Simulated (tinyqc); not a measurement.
Speciation in dilute and buffered hydrofluoric acid, oxide etch rate and bath loading. From one set of inputs to another, one input at a time. Computed by tinyqc, a small Python program. Command: `OMP_NUM_THREADS=1 python tinyqc.py 3120531 3120532 out.jsonl hfetch ladder`. One thread of a shared host (Intel(R) Xeon(R) Processor @ 2.30GHz), about 0.01 s of CPU time with the checks.

Concentrations stand for activities, NH4+ and Cl- are spectators, and water ionisation is neglected. H, F and HF2 denote the ions H+, F- and HF2-. The base temperature is 298 K.

The inputs printed are set A. Inputs not listed in the table keep their values of set A, so the rows need not describe a real material.

Inputs (values chosen for the exercise, of the order of those for thermal oxide at room temperature): HF added = 0.098 mol/L; NH4F added = 0 mol/L; HCl added = 0.04 mol/L; K1 = [H][F]/[HF] = 0.00063 mol/L; K2 = [HF2]/([HF][F]) = 3.53 L/mol; K3 = [H2F2]/[HF]^2 = 0 L/mol; rate constant of neutral HF k_a = 11 nm L/(min mol); rate constant of HF2 k_b = 57 nm L/(min mol); activation energy = 0.36 eV; temperature error = 2.7 K; oxide removed per wafer = 3.9 nm.

Constants: k_B = 8.617333262e-05 eV/K.

Method:
- Fluoride balance: [HF] + [F] + 2 [HF2] + 2 [H2F2] = HF added + NH4F added. Acid balance: [H] + [HF] + [HF2] + 2 [H2F2] = HF added + HCl added. For a trial [H], [HF] = [H][F]/K1, and the fluoride balance is a quadratic in [F].
- The root is refined to 1e-13 in pH = -log10 [H].
- Rate = k_a ([HF] + 2 [H2F2]) + k_b [HF2], an empirical two-term form.
- Time = oxide/rate; a temperature error changes the rate by exp((E_a/k_B)(1/298 - 1/(298 + error))) - 1.

Each row keeps all changes above it:
```
input moved                                          from        to  etch rate (nm/min)  [HF2] (mol/L)  share of HF2 in the rate (%)
set A                                                   -         -               1.079       0.000485                         2.561
K2 = [HF2]/([HF][F]) (L/mol)                         3.53      3.95               1.081       0.000541                         2.850
HF added (mol/L)                                    0.098       1.7              20.618       0.057717                        15.956
rate constant of HF2 k_b (nm L/(min mol))              57        48              20.099       0.057717                        13.784
rate constant of neutral HF k_a (nm L/(min mol))       11        14              24.824       0.057717                        11.160
K1 = [H][F]/[HF] (mol/L)                          0.00063  0.000617              24.813       0.057049                        11.036
HCl added (mol/L)                                    0.04         0              25.054       0.070790                        13.563
```

Which inputs carry the difference?

Etch rate goes from 1.08 to 25.1, a factor 23.2 in all. The largest single move comes from HF added (a factor 19.1). [HF2] goes from 4.85e-4 to 0.0708, a factor 146 in all. The largest single move comes from HF added (a factor 107). Share of HF2 in the rate goes from 2.56 to 13.6, a factor 5.30 in all. The largest single move comes from HF added (a factor 5.60), and rate constant of neutral HF k_a works against it (a factor 0.810). The single moves hold for this order of the switches; the total does not depend on the order.

Extremes, crossings and ranges named in words are read from the listed rows.
